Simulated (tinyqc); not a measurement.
Inside a calculation. Method: extended Hueckel theory, for H4-. The parameters take no account of the charge, which enters only through the electron count, and nothing here shows that the anion is bound. One step of it, computed by the program tinyqc.

Question. Mulliken analysis. P = C n C^T; charge = valence electrons (H 1) minus the sum of (P S)_ii on the atom; overlap population = 2 sum P_ij S_ij between two atoms.

coefficients, order 1H 1s, 2H 1s, 3H 1s, 4H 1s:
$$\begin{pmatrix}
0.283192 & 0.572274 & 0.810373 & -0.725146 \\
0.397342 & 0.311739 & -0.577566 & 1.331186 \\
0.397342 & -0.311739 & -0.577566 & -1.331186 \\
0.283192 & -0.572274 & 0.810373 & 0.725146
\end{pmatrix}$$

occupations: [2.000000, 2.000000, 1.000000, 0.000000]

overlap S, order 1H 1s, 2H 1s, 3H 1s, 4H 1s:
$$\begin{pmatrix}
1.000000 & 0.578574 & 0.175392 & 0.042269 \\
0.578574 & 1.000000 & 0.562781 & 0.175392 \\
0.175392 & 0.562781 & 1.000000 & 0.578574 \\
0.042269 & 0.175392 & 0.578574 & 1.000000
\end{pmatrix}$$

Give: charges; Overlap populations.

Answer.

charges: 1H -0.4396, 2H -0.0604, 3H -0.0604, 4H -0.4396

Overlap populations:
```
pair      value
2-1    0.131690
3-1   -0.210399
3-2    0.512111
4-1    0.013704
4-2   -0.210399
4-3    0.131690
```
